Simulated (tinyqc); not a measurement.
What moves the results: shallow donor in an anisotropic valley (effective-mass theory). A value that a table varies takes the place of the one given here.

One valley: H = -c [(d2/dx2 + d2/dy2)/mt + (d2/dz2)/ml] - q/(eps r), c = hbar^2/2m0, q = e^2/(4 pi eps0). Trial function exp(-sqrt((x^2 + y^2)/a^2 + z^2/b^2)) with a > b: T = (c/3)(2/(mt a^2) + 1/(ml b^2)), V = -(q/eps) atan(u/b)/u, u = sqrt(a^2 - b^2). The central cell of the impurity is left out.

Constants: hbar^2/2m0 = 3.80998211 eV angstrom^2; e^2/(4 pi eps0) = 14.39964547 eV angstrom; Ry = 13.60569312 eV; a0 (Bohr radius) = 0.5291772105 angstrom.

Values chosen for the exercise (near those of Ge; the results hold for these values, not for the real material):
```
symbol  value                                unit  meaning
mt      0.081                                m0    transverse mass
eps     16                                         dielectric constant
xs      (1.5, 2.2, 2.7, 5, 11, 22, 70, 250)        ratios ml/mt
ml      1.616                                m0    longitudinal mass
```

## Mass anisotropy

mt and eps fixed, ml varied. Energies in units of Ry*(mt) = Ry mt/eps^2 and lengths in a*(mt) = a0 eps/mt; the last two columns use one mass, 3/(1/ml + 2/mt) or (ml mt^2)^(1/3).

Results:
```
ml/mt   a/a*    b/a  binding  conductivity mass  density-of-states mass
1.50   0.920  0.866    1.139              1.125                   1.145
2.20   0.855  0.756    1.276              1.222                   1.301
2.70   0.824  0.703    1.350              1.266                   1.392
5.00   0.744  0.567    1.580              1.364                   1.710
11.0   0.665  0.431    1.874              1.435                   2.224
22.0   0.613  0.340    2.123              1.467                   2.802
70.0   0.550  0.229    2.501              1.489                   4.121
250    0.506  0.149    2.843              1.497                   6.300
```

The binding grows from 1.14 to 2.84 Ry*(mt); for ml going to infinity the exact problem becomes two-dimensional, with 4 Ry*. The conductivity mass saturates at 1.5 and underbinds, by 14 % at ml/mt = 5; the density-of-states mass errs by +8 % there and by +122 % in the last row. With these mt and eps one unit is 4.30 meV.

## What each parameter does

The minimum of the trial energy. Each row changes one parameter from the base and keeps the others.

Results:
```
case           E (meV)  a (angstrom)  b (angstrom)    b/a
base             -8.99         64.77         22.75  0.351
ml = 2.02 m0     -9.33         63.24         20.57  0.325
mt = 0.073 m0    -8.25         71.06         24.09  0.339
eps = 14.4      -11.10         58.30         20.48  0.351
```

The largest shifts from the base row, up to three for each result and ties (the steps differ in size, so this ranks the rows, not the parameters). E (meV): eps -2.11, mt +0.75, ml -0.34. a (angstrom): eps -6.48, mt +6.29, ml -1.54. b (angstrom): eps -2.28, ml -2.18, mt +1.33. b/a: ml -0.026, mt -0.012; unchanged at the printed digits by eps. eps only rescales the solution (E as 1/eps^2, lengths as eps), so b/a depends on ml/mt alone.

tinyqc: `OMP_NUM_THREADS=1 python tinyqc.py 1281659 1281660 out.jsonl`; about 0.01 s, one thread, shared Intel(R) Xeon(R) Processor @ 2.30GHz.
